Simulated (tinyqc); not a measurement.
Capacitance measurement on a leaky thin oxide: effects of series resistance and leakage: one step of the calculation.

The device is a capacitance C in parallel with a leakage conductance G, in series with Rs and Ls. An impedance meter reports either a parallel pair (Cp, Gp) from Y = 1/Z = Gp + i w Cp or a series pair (Cs, Rm) from Z = Rm + 1/(i w Cs); w = 2 pi f, dissipation D = Gp/(w |Cp|).

Question. True capacitance and conductance. EOT = 3.9 tox/eox; CET = EOT + zc + zp; C = 3.9 eps0 A/CET; G = Jg A/Vs.

Values chosen for this exercise; values of the order met in thin-oxide MOS capacitors: relative permittivity of the gate insulator (close to silicon dioxide) eox = 3.9; insulator thickness tox = 1.1 nm; gate area A = 400 um^2; oxide-equivalent thickness added by the accumulation layer zc = 0.45 nm; oxide-equivalent thickness added by gate depletion zp = 0.12 nm; gate leakage current density, not matched to the thickness Jg = 0.0014 A/cm^2; voltage for an e-fold rise of the leakage Vs = 0.43 V.

Constants: eps0 = 8.8541878128e-14 F/cm where lengths are in cm. Results are converted to the units shown.

Wanted: EOT; CET; C; G.

Answer.

EOT = 1.1000 nm
CET = 1.6700 nm
C = 8.2710 pF
G = 0.013023 uS

Numbers from tinyqc (`OMP_NUM_THREADS=1 python tinyqc.py 2022159 2022160 out.jsonl`; about 0.01 s on one thread of a shared Intel Xeon 2.30GHz).
